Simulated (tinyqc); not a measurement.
Reverse leakage of an n+-p junction: diffusion, generation, trap-assisted and band-to-band tunnelling: leakage components against the temperature.

One-sided abrupt junction in the depletion approximation, x from the junction (0) to W on the p side, field F = F0 (1 - x/W). Flat quasi-Fermi levels, long p side. Traps generate through SRH with both lifetimes shortened by 1 + Gamma (Hurkx enhancement, form for moderate fields); band-to-band generation is local and needs a total bending above Eg.

Nc and Nv are given at 350 K and scale as (T/350 K)^1.5; all else is held fixed. ni = sqrt(Nc Nv) exp(-Eg/(2 Vt)), Eg in volts; Vbi = Vt ln(Na Nd/ni^2); W = sqrt(2 eps0 eps_r (Vbi + VR)/(q Na)); F0 = 2 (Vbi + VR)/W; FG = sqrt(24 mt m0 (kB T)^3)/(q hbar); J_diff = q ni^2 sqrt(Dn/tau)(1 - exp(-VR/Vt))/Na. u = (Vbi + VR)(1 - x/W)^2, p = Na exp(-u/Vt), n = Nd exp((u - Vbi - VR)/Vt); G0 = ni^2 (1 - exp(-VR/Vt))/(tau (n + p + 2 ni cosh(Et/Vt))); Gamma = 2 sqrt(3 pi)(F/FG) exp((F/FG)^2); trap-assisted part G0 Gamma; G_bb = Ab F^2.5 exp(-Bb/F) with F in V/cm, zero unless Vbi + VR > Eg, and counted as zero under 1 cm^-3 s^-1. Currents are q times the integrals over 0 to W; J_bb under 1e-8 of J is printed as 0; rows with F0/FG above 2.2, beyond the range of this Gamma, are left out.

Parameters, values chosen for the exercise; band and dielectric values close to those of silicon: band gap Eg = 1.11 eV; relative permittivity eps_r = 11.6; conduction-band density of states at the reference temperature Nc = 3.5e19 cm^-3; valence-band density of states at the reference temperature Nv = 3.3e19 cm^-3; acceptor density of the lighter side Na = 6.7e17 cm^-3; donor density of the heavier side Nd = 5e19 cm^-3; SRH lifetime of both carriers at zero field tau = 1e-8 s; trap level above the intrinsic level Et = 0 eV; tunnelling mass mt = 0.27 m0; electron diffusion coefficient on the lighter side Dn = 28 cm^2/s; band-to-band prefactor Ab = 4.4e14 cm^-0.5 V^-2.5 s^-1; band-to-band field constant Bb = 1.95e7 V/cm; reverse bias VR = 0.4 V.

Constants: q = 1.602176634e-19 C, kB = 1.380649e-23 J/K, hbar = 1.054571817e-34 J s, m0 = 9.1093837015e-31 kg, Vt = kB T/q, eps0 = 8.8541878128e-14 F/cm where lengths are in cm. Results are converted to the units shown.

Result of one run:
```
F0 (kV/cm)  F0/FG  J_diff (A/cm^2)  J_SRH (A/cm^2)  J_TAT (A/cm^2)  J_bb (A/cm^2)  J (A/cm^2)              largest part
552          1.89         2.24e-16         1.23e-9         5.41e-8       9.37e-13     5.54e-8  trap-assisted tunnelling
```

Which temperature T gave this result: 250, 310, 340 or 400 K?

T = 250 K.

The whole series:
```
T (K)  F0 (kV/cm)  F0/FG  J_diff (A/cm^2)  J_SRH (A/cm^2)  J_TAT (A/cm^2)  J_bb (A/cm^2)  J (A/cm^2)              largest part
250           552   1.89         2.24e-16         1.23e-9         5.41e-8       9.37e-13     5.54e-8  trap-assisted tunnelling
280           549   1.59         7.85e-14         2.35e-8         5.08e-7       7.65e-13     5.32e-7  trap-assisted tunnelling
310           546   1.36         9.14e-12         2.59e-7         3.39e-6       6.15e-13     3.65e-6  trap-assisted tunnelling
340           543   1.17         4.72e-10         1.90e-6         1.71e-5       4.88e-13     1.90e-5  trap-assisted tunnelling
370           539   1.03          1.31e-8         1.02e-5         6.86e-5              0     7.88e-5  trap-assisted tunnelling
400           536  0.908          2.26e-7         4.33e-5         2.28e-4              0     2.72e-4  trap-assisted tunnelling
430           532  0.809          2.65e-6         1.52e-4         6.54e-4              0     8.08e-4  trap-assisted tunnelling
```

J rises from 5.54e-8 to 8.08e-4 A/cm^2. Trap-assisted tunnelling leads at T = 250 and in all other rows. Activation energies over the table: 1.19 eV for diffusion (Eg = 1.11 eV, raised by the T^3 of ni^2), 0.603 eV for SRH generation (Eg/2 + |Et| = 0.555 eV), 0.484 eV for the trap-assisted part, lower since Gamma grows on cooling; the total shows 0.455 eV at the cold end and 0.538 eV at the hot end.

Range of the model: The n+ side is degenerate, so Vbi from Boltzmann statistics is only a guide.

Numbers from tinyqc (`OMP_NUM_THREADS=1 python tinyqc.py 2290111 2290112 out.jsonl`; about 0.01 s on one thread of a shared Intel Xeon 2.30GHz).
